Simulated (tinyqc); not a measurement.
Comparisons within one model: standing waves and exposure in a photoresist film. A value that a table varies takes the place of the one given here.

Normal incidence from air. Unexposed resist: N1 = n1 + i k1 with k1 = (A + B) lam/(4 pi), lam in micrometres. r01 = (1 - N1)/(1 + N1), t01 = 2/(1 + N1). Substrate Ns = ns + i ks: r12 = (N1 - Ns)/(N1 + Ns). With p = exp(2 pi i N1 d/lam), the field at depth z is E(z) = t01 [exp(2 pi i N1 z/lam) + r12 p^2 exp(-2 pi i N1 z/lam)]/(1 + r01 r12 p^2), the relative intensity I(z) = n1 |E(z)|^2 and the reflectance R = |(r01 + r12 p^2)/(1 + r01 r12 p^2)|^2.

Parameters, chosen for this exercise (a resist on Cu, indices near tabulated ones; not measured data): lam = 248 nm (vacuum wavelength); n1 = 1.738 (resist index); A = 0.09 1/micrometre (bleachable absorption (Dill A)); B = 0.68 1/micrometre (fixed absorption (Dill B)); d = 405 nm (resist thickness); ns = 1.441 (substrate n); ks = 1.833 (substrate k).

## Swing of the coupled dose with resist thickness

The mean of I is taken over 800 depths; the relative dose to clear is taken as 1/(mean of I over the lowest period, 60 depths), scaled to 1 in the first row.

Swing:
```
d (nm)       R  mean I  relative dose
405.0   0.2958  0.8507          1.000
416.9   0.3304  0.7922          1.057
428.8   0.2468  0.8756          0.946
440.7   0.0815  1.0614          0.786
452.6   0.0136  1.1417          0.746
464.5   0.1434  0.9899          0.873
476.3   0.2791  0.8240          1.048
488.2   0.3134  0.7710          1.106
500.1   0.2325  0.8490          0.996
512.0   0.0743  1.0177          0.837
523.9   0.0096  1.0886          0.796
535.8   0.1324  0.9513          0.924
547.7   0.2644  0.7985          1.101
```

The period is 71.3 nm, six rows. The relative dose swings between 0.746 and 1.106, a ratio (max - min)/mean of 0.384, against the estimate 4 sqrt(|r01|^2 |r12|^2) exp(-(A + B) d) = 0.395 for the oscillating part alone; the ratio from the table also holds the slow rise from absorption, 10.1 % over two periods, so the two are not strictly comparable. The dose is least sensitive to thickness at an extremum; the lowest dose listed is at 452.6 nm.

## What moves the exposure

The mean of I is over 800 depths. Each row changes one parameter from the base and keeps the others.

Results:
```
case                   |r12|^2       R  mean I  I at the bottom
base                    0.2509  0.2958  0.8507           0.5294
d = 415 nm              0.2509  0.3328  0.7920           0.4994
n1 = 1.755              0.2497  0.3249  0.8113           0.5141
B = 0.88 1/micrometre   0.2496  0.2708  0.8160           0.4929
ks = 1.65               0.2144  0.2780  0.8324           0.5577
ns = 1.585              0.2302  0.2774  0.8503           0.5016
```

The largest shifts from the base row, up to three for each result and ties (the steps differ in size, so this ranks the rows, not the parameters). |r12|^2: ks -0.0365, ns -0.0207, B -0.0013; unchanged at the printed digits by d. R: d +0.0370, n1 +0.0291, B -0.0250. mean I: d -0.0587, n1 -0.0394, B -0.0347. I at the bottom: B -0.0366, d -0.0300, ks +0.0283.

Run: tinyqc, `OMP_NUM_THREADS=1 python tinyqc.py 1651008 1651009 out.jsonl`; Intel(R) Xeon(R) Processor @ 2.30GHz, one thread, shared host; about 0.01 s of CPU time with all checks.
